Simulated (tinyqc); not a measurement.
Global model of a low-pressure process discharge: electron temperature, density, ion flux and ion energy: one step, computed by the program tinyqc.

Maxwellian electrons with temperature T_e in eV, one positive ion, no negative ions, uniform bulk density n; rate constants have the Arrhenius form.

Task: Energy per pair and density. E_c = E_iz + (X0 exp(-E_ex/T_e) E_ex + K_el (3 m_0/M) T_e)/K_iz; wall potential V_s = (T_e/2) ln(M/(2 pi m_0)); E_T = E_c + 2 T_e + T_e/2 + V_s; n = P/(e u_B A_eff E_T); ion current density J = e h_L n u_B; ionised share n/n_g.

Inputs (values chosen for the exercise, of the order of those of an inductive discharge in a simple atomic gas):

| quantity | value | unit |
|---|---|---|
| ion mass M | 28 | u |
| ionisation energy E_iz | 13.9 | eV |
| excitation prefactor X0 | 3.2e-14 | m^3/s |
| excitation energy E_ex | 8.28 | eV |
| elastic rate constant K_el | 8.8e-14 | m^3/s |
| gas temperature T_g | 300 | K |
| radius R | 24 | cm |
| height L | 7.4 | cm |
| absorbed power P | 340 | W |

T_e = 1.805414 eV

K_iz = 1.314429e-17 m^3/s

Bohm velocity u_B = 2494.251 m/s

A_eff = 630.3742 cm^2

h_L = 0.1558922

gas density n_g = 8.932997e+20 1/m^3

Constants: m_0 = 9.1093837015e-31 kg; u = 1.6605390666e-27 kg; e = 1.602176634e-19 C.

Give: collisional loss per pair E_c; wall potential V_s; E_T; plasma density n; ion current density J; ionised share.

Result:

collisional loss per pair E_c = 220.0 eV

wall potential V_s = 8.127 V

E_T = 232.7 eV

plasma density n = 5.800e+10 1/cm^3

ion current density J = 0.3614 mA/cm^2

ionised share = 6.493e-05

Collisions take 95 % of the power and the walls the rest. T_e came from the particle balance alone; the power sets only n. Caution: at so short an ion path the formulas for h_L and h_R give way to the ambipolar-diffusion limit.
